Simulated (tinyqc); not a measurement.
Three voltage laws: time-dependent dielectric breakdown: cell percolation, Weibull statistics, area scaling and voltage extrapolation. Computed by tinyqc, a small Python program. Command: `OMP_NUM_THREADS=1 python tinyqc.py 3009707 3009708 out.jsonl tddb walk`. One thread of a shared host (Intel(R) Xeon(R) Processor @ 2.30GHz), about 0.01 s of CPU time with the checks.

The oxide is divided into columns of area a^2, each holding m = t_ox/a cells (m is taken as continuous). A share lambda(t) = (t/t_1)^alpha of the cells is defective, and a column whose cells are all defective breaks down.

Inputs (values chosen for the exercise, for a model gate oxide): oxide thickness t_ox = 2.7 nm; defect cell size a = 0.92 nm; exponent alpha of defect growth = 0.38; time t_1 at which the occupied share would reach 1 = 8.7e+08 s; test area A = 10 um^2; product area A_u = 500000 um^2; stress voltage V = 3.74 V; use voltage V_u = 2.3 V; local exponent n = -d ln t/d ln V at the stress voltage = 37; activation energy E_a = 0.46 eV; stress temperature T = 175 C; use temperature T_u = 55 C; allowed failure fraction F = 1e-06.

Voltage law used: E.

Constants: k_B = 8.617333262e-05 eV/K.

Method:
- Failure fraction F = 1 - (1 - lambda^m)^N with N = A/a^2 columns, which for small lambda^m is 1 - exp(-(t/t63)^beta) with beta = alpha m and t63 = t_1 N^(-1/beta); critical share lambda(t63) = N^(-1/m). 1 um^2 = 1e6 nm^2.
- All three voltage laws share the slope n at the stress voltage. Factor t(V_u)/t(V): E law exp(n (1 - V_u/V)); 1/E law exp(n (V/V_u - 1)); power law (V/V_u)^n.
- Temperatures in kelvin are T(C) + 273.15.
- Temperature factor exp[(E_a/k_B)(1/T_u - 1/T)]; area factor (A/A_u)^(1/beta); percentile factor (-ln(1 - F))^(1/beta); life = t63 x all four; 1 year = 3.15576e7 s.
- Life = t63 x voltage, temperature, area and percentile factors, the last three as above.

projected life = 3.83458e-07 years

voltage factor = 1.53799e+06

Log10 of the life in years:
```
V_u/V  V_u (V)    E law  1/E law  power law
1.00     3.740  -12.603  -12.603    -12.603
0.95     3.553  -11.800  -11.758    -11.779
0.90     3.366  -10.996  -10.818    -10.910
0.80     2.992   -9.389   -8.586     -9.018
0.70     2.618   -7.783   -5.717     -6.872
0.60     2.244   -6.176   -1.891     -4.395
0.50     1.870   -4.569    3.466     -1.465
0.40     1.496   -2.962   11.500      2.121
```

What follows from these numbers?

At V_u/V = 0.9 the laws differ by 0.18 decades at most, and at 0.5 by 8.0. The E law is the most cautious and the 1/E law the most hopeful. Ten years are reached at V_u/V = 0.153 (E), 0.542 (1/E), 0.429 (power). Caution: t_1 is an input here; in a real oxide it changes with thickness at fixed voltage. Caution: the rows at low voltage extrapolate over many decades and cannot be tested.
